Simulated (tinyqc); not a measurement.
Biaxially strained (001) channel, valley splitting in an inversion layer: two steps of the calculation.

A thin layer grown on a relaxed buffer is stretched in the plane. The two valleys with their long axis along the growth direction (D2) sink against the four in-plane ones (D4); confinement in a triangular well splits them too. Only the lowest subband of each set is kept; one relaxation time, so the weakening of intervalley scattering is left out.

Parameters, values chosen for the exercise; values close to those of silicon on relaxed silicon-germanium:
```
symbol   value   unit                                meaning
T          300      K                            temperature
x         0.33         germanium share of the relaxed buffer
b1      0.0418                   lattice mismatch per unit x
c11        166    GPa                       elastic constant
c12       64.2    GPa                       elastic constant
Xu        8.77     eV            shear deformation potential
ml       0.908     m0                      longitudinal mass
mt       0.188     m0                        transverse mass
F         0.99  MV/cm                        confining field
bv       0.384     nm                         Burgers vector
```

Constants: q = 1.602176634e-19 C, kB = 1.380649e-23 J/K, hbar = 1.054571817e-34 J s, m0 = 9.1093837015e-31 kg, hbar^2/(2 m0) = 0.0380998212 eV nm^2. Results are converted to the units shown.

Task 1. Subband edges and densities of states. Levels E(m) = 2.33811 (hbar^2 q^2 F^2/(2 m))^(1/3): E2 = E(ml), E4 = E(mt) + D; N2 = 2 mt kB T/(pi hbar^2), N4 = 4 sqrt(mt ml) kB T/(pi hbar^2).

D = 214.54556 meV

Give: E2; E4; N2; N4.

Result 1.

E2 = 0.1739 eV
E4 = 0.5085 eV
N2 = 4.060e12 cm^-2
N4 = 1.785e13 cm^-2

Of the gap E4 - E2 = 335 meV, confinement gives 120 meV.

Task 2. Critical thickness by substitution. Critical thickness (Matthews-Blakeslee, 60-degree dislocations): h = bv (1 - nu/4)[ln(h/bv) + 1]/(4 pi e_par (1 + nu)), nu = c12/(c11 + c12). The right side gives h(new); e_par = b1 x.

h after iteration 1 = 6.8642043 nm

Find: h after iteration 2.

Result 2.

h after iteration 2 = 6.2579 nm

Computed by the program tinyqc: `OMP_NUM_THREADS=1 python tinyqc.py 2530094 2530095 out.jsonl`, one thread of a shared Intel Xeon 2.30GHz, about 0.01 s for the whole run.
